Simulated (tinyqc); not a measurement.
Composition and strain of an epitaxial Si(1-x)Ge(x) layer from Raman and X-ray peaks: one step, computed by the program tinyqc.

A (001) layer, biaxially strained in the plane. The Raman peaks follow empirical lines omega = w0 + c1 x + c3 x^3 + b eps (c3 for Si-Ge alone), with eps the in-plane strain.

Problem. Raman peaks. Insert x and eps in the three lines; the strain part is b eps.

Inputs (values chosen for the exercise, modelled on silicon-germanium):
```
quantity                     value  unit
Ge fraction x                 0.55     -
Si-Si: w0                    521.2  1/cm
Si-Si: c1                    -68.6  1/cm
Si-Si: strain coefficient b   -680  1/cm
Si-Ge: w0                      400  1/cm
Si-Ge: c1                     23.5  1/cm
Si-Ge: c3                    -33.4  1/cm
Si-Ge: strain coefficient b   -553  1/cm
Ge-Ge: w0                    280.2  1/cm
Ge-Ge: c1                     19.6  1/cm
Ge-Ge: strain coefficient b   -456  1/cm
```

Substrate: germanium.

in-plane strain eps = 17.69209 per mille

Give: Si-Si peak; Si-Ge peak; Ge-Ge peak; strain parts.

Solution.

Si-Si peak = 471.44 1/cm

Si-Ge peak = 397.58 1/cm

Ge-Ge peak = 282.91 1/cm

strain parts (1/cm): Si-Si -12.031, Si-Ge -9.784, Ge-Ge -8.068

Read as unstrained, the Si-Si peak would give x = 0.725 in place of 0.55.
